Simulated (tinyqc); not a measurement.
Out-diffusion of a doped substrate or buried layer into a growing epitaxial film: one step, computed by the program tinyqc.

x is counted from the original substrate surface into the film, whose surface moves as x = v t. Substrate dopant has one diffusivity; the dopant of the film is taken as uniform.

Problem. Transition width. After growth and the later budget: l2 = 2 sqrt(D t + (Dt)2); C(x) = (C_s/2) erfc(x/l2) + share x C_s exp(-x/decay length) for x > 0 (autodoping taken as unchanged by the later budget). The transition x_t solves C(x) = C_e, the metallurgical junction. Usable film = d - x_t. Also give x_t for the erfc term alone, after growth and after the later budget.

Inputs (values chosen for the exercise, modelled on antimony in silicon):
```
quantity,value,unit
substrate concentration C_s,3e+18,1/cm^3
film doping C_e,1.2e+15,1/cm^3
film thickness d,1.3,um
growth temperature T,975,C
"autodoping level at the start, as a share of C_s",5e-05,-
decay length of autodoping,0.54,um
later thermal budget (Dt)2,2.8e-12,cm^2
```

Film doping: opposite type.

length l = 0.01009202 um

Give: length l2; x_t after growth, erfc alone; x_t after the later budget, erfc alone; x_t with autodoping; usable film.

Solution.

length l2 = 0.03495 um

x_t after growth, erfc alone = 0.02393 um

x_t after the later budget, erfc alone = 0.08287 um

x_t with autodoping = 0.08364 um

usable film = 1.216 um

Solid-state diffusion sets the transition. The later budget is 11 times that of the growth.
